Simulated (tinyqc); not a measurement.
Inside a calculation. Model: threshold of a short bulk MOSFET: charge sharing, barrier lowering, narrow width.

Computed by the program tinyqc: `OMP_NUM_THREADS=1 python tinyqc.py 2002192 2002193 out.jsonl`, one thread of a shared Intel Xeon 2.30GHz, about 0.01 s for the whole run. Printed values are rounded.

n-channel device on a p-type body, depletion approximation, full ionisation. Uniform doping N = Na. Vbi from Boltzmann statistics is rough for the degenerate source. Cox = eps0 eox/tox.

Values chosen for this exercise; band and dielectric values close to those of silicon:
```
symbol,value,unit,meaning
T,350,K,temperature
Eg,1.11,eV,band gap
eps_r,11.6,,relative permittivity
Nc,3.52e19,cm^-3,conduction-band density of states at T
Nv,3.36e19,cm^-3,valence-band density of states at T
eox,25.4,,relative permittivity of the gate insulator (close to zirconium oxide)
tox,30,nm,insulator thickness
Na,2.5e17,cm^-3,channel doping
Nsd,1e20,cm^-3,source and drain doping
Vfb,-0.79,V,flat-band voltage for the doping Na
xj,82,nm,junction depth
Vbs,0,V,body-source voltage
Vds,0.05,V,drain-source voltage
W,260,nm,gate width
xw,0,,shape factor of the fringing depletion at the width edges
L,170,nm,channel length
```

Constants: q = 1.602176634e-19 C, kB = 1.380649e-23 J/K, Vt = kB T/q, eps0 = 8.8541878128e-14 F/cm where lengths are in cm. Results are converted to the units shown.

## Long-channel threshold and scales

ni = sqrt(Nc Nv) exp(-Eg/(2 Vt)), Eg in volts; 2 pB = 2 Vt ln(N/ni); flat band Vfb - Vt ln(N/Na); Wd = sqrt(2 eps0 eps_r (2 pB - Vbs)/(q N)); body term q N Wd/Cox; long-channel VT0 = flat band + 2 pB + body term; Vbi = Vt ln(N Nsd/ni^2); scale length l = sqrt((eps_r/eox) tox Wd).

N = 2.5e17 cm^-3
2 pB = 0.812973 V
flat band = -0.79 V
Wd = 64.5701 nm
body term = 0.345001 V
VT0 = 0.367974 V
Vbi = 0.993679 V
l = 29.7432 nm

## Short-channel and narrow-width shifts

Charge sharing (trapezoid; it ignores Vds): F = (xj/L)(sqrt(1 + 2 Wd/xj) - 1), lowering = body term times F. Barrier lowering: th = exp(-L/(2 l)) + 2 exp(-L/l), lowering = th [2 (Vbi - 2 pB) + Vds], DIBL = th. Narrow width: rise = body term times xw Wd/W. VT by each model = VT0 - lowering + rise.

F = 0.291651
lowering by charge sharing = 100.620 mV
th = 0.0639838
lowering of the barrier = 26.3238 mV
DIBL = 63.9838 mV/V
narrow-width rise = 0 mV
VT, charge sharing = 0.267354 V
VT, barrier lowering = 0.341650 V

L is 5.72 scale lengths. The charge-sharing lowering is 3.82 times the barrier lowering; the first falls off as 1/L and the second exponentially. Both describe the same loss of gate control, so they are alternatives and are not added.
